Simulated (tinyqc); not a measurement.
# Resistance of a source-drain extension with a graded tip: what changes with what

y runs along the channel, the gate covers y > 0. The doping is N0 for y < y0 and N0 10^(-(y - y0)/la) beyond, uniform over the depth xj. Sheet conductance s(y) = q mu(N) max(N - Nch, 0) xj + (for y > 0) ma Cox Vo, with mu(N) = u0 + (u1 - u0)/(1 + (N/Nr)^au) and Cox = eps0 eox/tox. Current is taken as one-dimensional; depletion of the tip, spreading and the contact are left out. The metallurgical junction lies at yj, where N = Nch.

Inputs (values chosen for the exercise); mobility law close to that of electrons in silicon: relative permittivity of the gate insulator (close to silicon dioxide) eox = 3.9; insulator thickness tox = 3.8 nm; active doping of the extension far from the gate N0 = 8.6e19 cm^-3; lateral abruptness la = 5.5 nm/decade; position under the gate where the fall begins (gate edge at 0) y0 = 1.9 nm; depth of the extension xj = 20 nm; channel doping Nch = 1.6e18 cm^-3; spacer length Ls = 15 nm; gate overdrive Vo = 0.79 V; mobility of the gate-induced layer ma = 190 cm^2/(V s); mobility at low doping u1 = 1414 cm^2/(V s); mobility at high doping u0 = 68.5 cm^2/(V s); reference doping Nr = 9.2e16 cm^-3; exponent au = 0.711; gate length Lg = 60 nm.

Constants: q = 1.602176634e-19 C, eps0 = 8.8541878128e-14 F/cm where lengths are in cm. Results are converted to the units shown.

Each table varies one quantity; the others keep the values above.

## Abruptness at a fixed junction position

R_spacer = integral of dy/s from -Ls to 0, R_ov from 0 to yj, R_channel = (Lg - 2 yj)/(ma Cox Vo), R_total = 2 R_spacer + 2 R_ov + R_channel. Electrical length L_eff = ma Cox dR_total/d(1/Vo); R_series = R_total - L_eff/(ma Cox Vo). y0 is moved with la so that yj stays at 11.417 nm.

The same in every row: yj (nm) = 11.42; R_channel (ohm um) = 272.5.

Abruptness at a fixed junction position:
```
la (nm/decade)  R_spacer (ohm um)  R_ov (ohm um)  R_total (ohm um)  L_eff (nm)  R_series (ohm um)
1                           7.037          8.680             303.9       37.87              26.29
2.3                         7.037          13.42             313.4       38.67              29.87
3.6                         7.037          18.16             322.9       39.48              33.45
4.9                         7.037          22.90             332.3       40.28              37.03
6.1                         7.037          27.27             341.1       41.02              40.34
7.4                         7.186          31.88             350.6       41.82              43.99
8.7                         8.066          35.89             360.4       42.59              48.12
10                          9.716          39.31             370.5       43.32              52.92
```

As la goes from 1 to 10 nm/decade, R_total rises from 304 to 371 ohm um, R_spacer rises from 7.04 to 9.72 ohm um and R_ov rises from 8.68 to 39.3 ohm um. R_total changes on average by 7.40 ohm um for each nm/decade. L_eff exceeds the metallurgical length by 0.701 nm in the first row and 6.16 nm in the last, since the gate also controls the lightly doped tips.

## Effect of the active doping of the extension far from the gate

Same model as above.

Effect of the active doping of the extension far from the gate:
```
N0 (cm^-3)  yj (nm)  R_spacer (ohm um)  R_ov (ohm um)  R_channel (ohm um)  R_total (ohm um)  L_eff (nm)  R_series (ohm um)
2e19          7.933              26.18          23.96               323.6             423.8       47.64              74.55
3.1e19        8.980              17.76          24.49               308.2             392.7       45.54              58.85
4.7e19        9.974              12.23          24.81               293.6             367.7       43.54              48.48
7.2e19        10.99              8.292          25.02               278.7             345.3       41.50              41.06
1.1e20        12.00              5.596          25.15               263.9             325.4       39.47              35.95
1.7e20        13.04              3.713          25.24               248.6             306.5       37.39              32.37
2.6e20        14.06              2.474          25.29               233.7             289.3       35.36              30.00
4e20          15.09              1.632          25.33               218.6             272.6       33.30              28.39
```

As N0 goes from 2e19 to 4e20, R_total falls from 424 to 273 ohm um, L_eff falls from 47.6 to 33.3 nm and R_series falls from 74.6 to 28.4 ohm um.

Program tinyqc, `OMP_NUM_THREADS=1 python tinyqc.py 2282096 2282097 out.jsonl`; Intel Xeon 2.30GHz, shared host, one thread, about 0.03 s.
